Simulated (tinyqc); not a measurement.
Thermal RC ladder, step response: two steps of the calculation.

A ladder of 3 nodes: R_i joins node i to node i + 1, the last R to the ambient; C_i is the heat capacity of node i; theta is the rise above ambient, zero at t = 0. d theta/dt = -A theta + b with b = (Pw/C_1, 0, ...), times in ms.

Values chosen for this exercise:
- R = [0.17, 0.1, 0.46] K/W (resistances, junction to ambient)
- C = [0.64, 6.6, 15] mJ/K (heat capacities of the nodes)
- Pw = 7.1 W (power at node 1 from t = 0)
- dt = 0.39 ms (time step)

Task 1. The rate matrix. A = C^(-1) K, K_ii = 1/R_(i-1) + 1/R_i (no first term for node 1), K_(i,i+1) = K_(i+1,i) = -1/R_i.

Find: A.

Result 1.

A (1/ms):
```
         node 1   node 2   node 3
node 1   9.1912  -9.1912   0.0000
node 2  -0.8913   2.4064  -1.5152
node 3   0.0000  -0.6667   0.8116
```

Task 2. One time step. Implicit Euler: (1 + dt A) theta(new) = theta + dt b.

A (1/ms):
```
            node 1      node 2      node 3
node 1   9.1911765  -9.1911765   0.0000000
node 2  -0.8912656   2.4064171  -1.5151515
node 3   0.0000000  -0.6666667   0.8115942
```

theta after step 2 (K): node 1 1.5097703, node 2 0.4145209, node 3 0.1136102

Wanted: theta after step 3.

Result 2.

theta after step 3 (K): node 1 1.7311, node 2 0.5858, node 3 0.2020

tinyqc, about 0.01 s, one thread, Intel Xeon 2.30GHz (shared host): `OMP_NUM_THREADS=1 python tinyqc.py 2520035 2520036 out.jsonl`
